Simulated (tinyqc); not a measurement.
Ferroelectric hysteresis, discrete Preisach model: which history is remembered.

36 bistable elements (j, k) switch to +1 when V reaches u_j and to -1 when V falls to -u_k, and keep their state between. P = Ps sum w_jk s_jk. All elements start at -1. No time dependence and no dielectric part.

w_jk is proportional to exp[-(a_j^2 + a_k^2 - 2 cr a_j a_k)/(2 (1 - cr^2))], a_j = (u_j - Vc)/sg, and the weights sum to one. Each row applies its voltages in turn to the starting state.

Inputs (values chosen for the exercise):
- Ps = 18 uC/cm^2 (saturation polarisation)
- Vc = 1.9 V (mean coercive voltage)
- sg = 0.76 V (spread of the switching voltages)
- up = [0.3, 0.9, 1.5, 2.1, 2.7, 3.3] V (list of the u_j)
- cr = 0.5 (correlation of up and down voltages)

Final polarisation:
```
                        P (uC/cm^2)
+3 V                          15.98
+2.4, -1.8, +3 V              15.98
+3, -2.4 V                   -10.62
+3, -1.8, +1.8, -2.4 V       -10.62
+3.6, -2.4, +2.4 V            13.42
+2.4 V                         9.40
```

What does the table show?

Rows 1 and 2 agree, and so do rows 3 and 4: a larger excursion wipes out the smaller ones before it. Rows 5 and 6 end at the same voltage yet differ by 4.01 uC/cm^2, because row 5 keeps elements set by the earlier full write that the negative pulse did not reach.

Program tinyqc, `OMP_NUM_THREADS=1 python tinyqc.py 2860136 2860137 out.jsonl`; Intel Xeon 2.30GHz, shared host, one thread, about 0.01 s.
